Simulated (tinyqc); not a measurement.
Three descriptions against temperature: one anharmonic mode: perturbation theory, self-consistent phonons and exact levels. Computed by tinyqc, a small Python program. Command: `OMP_NUM_THREADS=1 python tinyqc.py 3030170 3030171 out.jsonl scp walk`. One thread of a shared host (Intel(R) Xeon(R) Processor @ 2.30GHz), about 0.04 s of CPU time with the checks.

V(x) = k x^2/2 + b x^4 for one coordinate x of mass M. A constant K > 0 gives hbar Omega = sqrt((hbar^2/u) K/M) with K in eV/angstrom^2 and M in u.

Inputs (values chosen for the exercise, for a model mode): mode mass M = 101 u; harmonic constant k = 0.802 eV/angstrom^2; quartic constant b = 2.78 eV/angstrom^4.

Shape: single well.

Constants: hbar^2/u = 4.18015928e-03 eV angstrom^2; k_B = 8.617333262e-05 eV/K.

Method:
- Self-consistent phonon, centred at x = 0: K = k + 12 b <x^2>, <x^2> = (hbar Omega/(2K)) coth(hbar Omega/(2 k_B T)).
- Its free energy is F = k_B T ln[2 sinh(hbar Omega/(2 k_B T))] + (k - K)<x^2>/2 + 3 b <x^2>^2, an upper bound to the exact one.
- Basis: oscillator states n of the constant |k|, with x = s (a + a+), s^2 = hbar Omega/(2|k|); H = hbar Omega (n + 1/2) + (k - |k|) x^2/2 + b x^4, with exact matrix elements of x^2 and x^4.
- Exact values use 120 basis states: F = -k_B T ln sum exp(-E_n/(k_B T)), and <x^2> is the Boltzmann mean.
- The classical <x^2> is int x^2 exp(-V/(k_B T)) dx / int exp(-V/(k_B T)) dx (2001 points over six exact widths each way).

Results; columns: (1) T (K); (2) hbar Omega, self-consistent (meV); (3) <x^2>, self-consistent; (4) <x^2>, exact; (5) F, self-consistent (meV); (6) F, exact (meV); (7) <x^2>, classical:
```
(1)     (2)        (3)        (4)      (5)      (6)         (7)
3.3  6.1512  0.0033642  0.0033686   2.9812   2.9803  3.4954e-04
8    6.1513  0.0033650  0.0033694   2.9811   2.9802  8.3142e-04
17   6.1620  0.0034599  0.0034658   2.9592   2.9581   0.0017096
30   6.2206  0.0039859  0.0040008   2.7336   2.7313   0.0028946
53   6.3739  0.0053844  0.0054351   1.6454   1.6374   0.0048092
94   6.6512  0.0079995  0.0081567  -1.9041  -1.9326   0.0078237
160  7.0331   0.011785   0.012173  -10.290  -10.375    0.011993
270  7.5368   0.017100   0.017927  -28.564  -28.787    0.017831
```

The self-consistent quantum hardens from 6.15 to 7.54 meV, since a wider spread samples the steep quartic walls. Its <x^2> misses by -0.1 % at the lowest T and -4.6 % at the highest; the excess in F runs from 0.001 to 0.223 meV. The classical value is 0.10 of the exact one at the lowest T and 0.995 at the highest.

Extremes, crossings and ranges named in words are read from the listed rows.
